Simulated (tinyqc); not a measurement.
Threshold of a short bulk MOSFET: charge sharing, barrier lowering, narrow width: one step of the calculation.

n-channel device on a p-type body, depletion approximation, full ionisation. Uniform doping N = Na. Vbi from Boltzmann statistics is rough for the degenerate source. Cox = eps0 eox/tox.

Problem. Long-channel threshold and scales. ni = sqrt(Nc Nv) exp(-Eg/(2 Vt)), Eg in volts; 2 pB = 2 Vt ln(N/ni); flat band Vfb - Vt ln(N/Na); Wd = sqrt(2 eps0 eps_r (2 pB - Vbs)/(q N)); body term q N Wd/Cox; long-channel VT0 = flat band + 2 pB + body term; Vbi = Vt ln(N Nsd/ni^2); scale length l = sqrt((eps_r/eox) tox Wd).

Inputs (values chosen for the exercise); band and dielectric values close to those of silicon: temperature T = 350 K; band gap Eg = 1.14 eV; relative permittivity eps_r = 11.5; conduction-band density of states at T Nc = 3.48e19 cm^-3; valence-band density of states at T Nv = 3.34e19 cm^-3; relative permittivity of the gate insulator (close to silicon dioxide) eox = 3.9; insulator thickness tox = 2.8 nm; channel doping Na = 1.7e17 cm^-3; source and drain doping Nsd = 1e20 cm^-3; flat-band voltage for the doping Na Vfb = -0.8 V; body-source voltage Vbs = -1 V.

Constants: q = 1.602176634e-19 C, kB = 1.380649e-23 J/K, Vt = kB T/q, eps0 = 8.8541878128e-14 F/cm where lengths are in cm. Results are converted to the units shown.

Find: N; 2 pB; flat band; Wd; body term; VT0; Vbi; l.

Solution.

N = 1.700e17 cm^-3
2 pB = 0.8202 V
flat band = -0.8000 V
Wd = 116.7 nm
body term = 0.2576 V
VT0 = 0.2779 V
Vbi = 1.013 V
l = 31.04 nm

tinyqc, about 0.01 s, one thread, Intel Xeon 2.30GHz (shared host): `OMP_NUM_THREADS=1 python tinyqc.py 2002051 2002052 out.jsonl`
